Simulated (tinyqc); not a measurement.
Resistance of a source-drain extension with a graded tip: two steps of the calculation.

y runs along the channel, the gate covers y > 0. The doping is N0 for y < y0 and N0 10^(-(y - y0)/la) beyond, uniform over the depth xj. Sheet conductance s(y) = q mu(N) max(N - Nch, 0) xj + (for y > 0) ma Cox Vo, with mu(N) = u0 + (u1 - u0)/(1 + (N/Nr)^au) and Cox = eps0 eox/tox. Current is taken as one-dimensional; depletion of the tip, spreading and the contact are left out. The metallurgical junction lies at yj, where N = Nch.

Parameters, values chosen for the exercise; mobility law close to that of electrons in silicon:
```
symbol,value,unit,meaning
eox,7.4,,relative permittivity of the gate insulator (close to silicon nitride)
tox,3,nm,insulator thickness
N0,2.9e20,cm^-3,active doping of the extension far from the gate
la,2,nm/decade,lateral abruptness
y0,1,nm,position under the gate where the fall begins (gate edge at 0)
xj,26,nm,depth of the extension
Nch,5.1e17,cm^-3,channel doping
Vo,0.37,V,gate overdrive
ma,140,cm^2/(V s),mobility of the gate-induced layer
u1,1414,cm^2/(V s),mobility at low doping
u0,68.5,cm^2/(V s),mobility at high doping
Nr,9.2e16,cm^-3,reference doping
au,0.711,,exponent
Lg,45,nm,gate length
```

Constants: q = 1.602176634e-19 C, eps0 = 8.8541878128e-14 F/cm where lengths are in cm. Results are converted to the units shown.

Question 1. Sheet resistances and junction position. yj = y0 + la log10(N0/Nch); sheet resistance of the full extension 1/[q mu(N0)(N0 - Nch) xj] and of the gate-induced layer 1/(ma Cox Vo); metallurgical length Lg - 2 yj; ye is where the doped and the gate-induced conductances are equal.

Wanted: yj; sheet resistance of the extension; sheet resistance of the induced layer; metallurgical length; ye; N at ye.

Answer 1.

yj = 6.510 nm
sheet resistance of the extension = 113.8 ohm/square
sheet resistance of the induced layer = 8839 ohm/square
metallurgical length = 31.98 nm
ye = 5.427 nm
N at ye = 1.775e18 cm^-3

The gate takes over 1.08 nm before the junction, where N is still 3.48 times the channel doping.

Question 2. Resistance of the overlapped part. Midpoint rule on 9 equal steps from 0 to yj: R_ov = sum h/s(y), per width.

Find: y; N; doped conductance; sheet resistance; R_ov.

Answer 2.

```
point	y (nm)	N (cm^-3)	doped conductance (uS)	sheet resistance (ohm/square)
0	0.36165	2.9000e20	8786.9	112.36
1	1.0849	2.6298e20	8001.1	123.24
2	1.8082	1.1436e20	3648.7	265.83
3	2.5315	4.9732e19	1715.5	546.85
4	3.2548	2.1626e19	841.56	1047.5
5	3.9781	9.4045e18	432.87	1831.5
6	4.7014	4.0897e18	228.75	2925.0
7	5.4247	1.7784e18	113.36	4415.2
8	6.1480	7.7338e17	34.145	6789.9
```

R_ov = 13.061 ohm um

Program tinyqc, `OMP_NUM_THREADS=1 python tinyqc.py 2282154 2282155 out.jsonl`; Intel Xeon 2.30GHz, shared host, one thread, about 0.04 s.
